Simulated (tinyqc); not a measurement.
Brillouin zone and empty-lattice bands of the hcp structure: one step. The gap at M.

Primitive vectors a1 = a (1,0,0), a2 = a (-1/2, sqrt3/2, 0), a3 = (0,0,c); atoms at 0 and a1/3 + 2 a2/3 + a3/2. Reciprocal vectors obey a_i.b_j = 2 pi delta_ij; k is given in units of 2 pi/a. Empty-lattice levels are c0 (2 pi/a)^2 |k + G|^2, c0 = hbar^2/2m0. Points: M = (1/2, 1/(2 sqrt3), 0), K = (2/3, 0, 0), A = (0, 0, a/2c), L = M + A, H = K + A.

Constants: hbar^2/2m0 = 3.80998211 eV angstrom^2.

Values chosen for the exercise (out of a larger set: lattice near that of Ru; not measured data):
```
symbol  value  unit      meaning
a       2.703  angstrom  lattice constant
ca      1.576            c/a
V1      0.62   eV        atomic form factor on the shell that bounds the zone
```

Problem. At M two waves k and k - G with G = 2k are degenerate at E0. With V = |V1| x structure factor of G the levels are E0 -/+ V, and the masses normal to the face are 1/(1 -/+ 2 E0/V).

Give: structure factor; E0; levels; masses normal to the face, lower and upper.

Solution.

structure factor = 0.5000
E0 = 6.862 eV

levels (eV): 6.552  7.172

masses normal to the face, lower and upper (m0): -0.0231  0.0221

EF of the free sphere, 10.22 eV, lies above the gap: the upper band holds electrons here (EF = c0 (3 pi^2 n)^(2/3) for 4 electrons a cell; its shift by the potential is neglected).

tinyqc: `OMP_NUM_THREADS=1 python tinyqc.py 1850257 1850258 out.jsonl`; about 0.02 s, one thread, shared Intel(R) Xeon(R) Processor @ 2.30GHz.
